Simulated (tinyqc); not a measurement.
## Gate work function from the charge

Problem. For an undoped double gate, Q = 8 eps0 eps_r Vt beta tan(beta)/ts with 0 < beta < pi/2, and at the source (Vg - dphi)/(2 Vt) - ln[(2/ts) sqrt(2 eps0 eps_r Vt/(q ni))] = ln(beta) - ln(cos beta) + 2 r beta tan(beta), r = eps_r tox/(eox ts). Find beta and dphi.

Inputs (values chosen for the exercise); material values close to those of silicon: temperature T = 273 K; relative permittivity of the semiconductor eps_r = 11.9; relative permittivity of the gate insulator eox = 7.54; insulator thickness tox = 4 nm; body thickness ts = 5 nm; gate voltage Vg = 0.67 V.

Constants: q = 1.602176634e-19 C, kB = 1.380649e-23 J/K, Vt = kB T/q, eps0 = 8.8541878128e-14 F/cm where lengths are in cm. Results are converted to the units shown.

Qs = 271.68526 nC/cm^2
ni = 8.8312323e8 cm^-3

Solution. beta tan(beta) rises from 0 without bound on the interval, so the charge fixes beta; the second relation is then explicit in dphi.

beta = 0.744
dphi = 0.0600 V

tinyqc, about 0.02 s, one thread, Intel Xeon 2.30GHz (shared host): `OMP_NUM_THREADS=1 python tinyqc.py 2440055 2440056 out.jsonl`
